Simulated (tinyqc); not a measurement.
## Surface concentration from sheet resistance and junction depth

Problem. An n-type layer has N(x) = N0 erfc(x/Ld), erfc(xj/Ld) = Nb/N0, N0 below Ns. Active dopant A = min(N, Ns); n solves n (n + Nb)/(A - Nb - n) = K, K = (NB/gd) exp(-E/Vt), E = max(Ei - ks A^(1/3), 0), so n = 2 K (A - Nb)/[Nb + K + sqrt((Nb + K)^2 + 4 K (A - Nb))]; mobility mu = m1 + (m2 (T/300 K)^(-bt) - m1)/(1 + ((A + Nb)/Nr)^am). 1/Rs = q times the integral of n mu from 0 to xj. Find N0, Ld and the dose down to xj.

Inputs (values chosen for the exercise):
```
symbol    value        unit                                 meaning
T           300           K                             temperature
Nb         7e15       cm^-3  background doping of the opposite type
m1          494  cm^2/(V s)           mobility limit at high doping
m2         8720  cm^2/(V s)  mobility limit at low doping, at 300 K
Nr      6.19e16       cm^-3    reference doping of the mobility law
am          0.4                        exponent of the mobility law
bt          1.8                          temperature exponent of m2
Ns      6.09e18       cm^-3       solubility limit of active dopant
NB       4.5e17       cm^-3  conduction-band density of states at T
Ei       0.0061          eV   ionisation energy in the dilute limit
gd            2                      degeneracy factor of the level
ks            0       eV cm              lowering of Ei per N^(1/3)
```

Constants: q = 1.602176634e-19 C, kB = 1.380649e-23 J/K, Vt = kB T/q. Results are converted to the units shown.

Rs = 1022.5611 ohm/square
xj = 161.15780 nm

Solution. For a given shape and background, Rs xj depends on N0 alone and falls as N0 rises (an Irvin curve), so it fixes N0; xj then gives Ld.

N0 = 8.700e17 cm^-3
Ld = 86.00 nm
dose = 4.208e12 cm^-2

Program tinyqc, `OMP_NUM_THREADS=1 python tinyqc.py 2110162 2110163 out.jsonl`; Intel Xeon 2.30GHz, shared host, one thread, about 0.02 s.
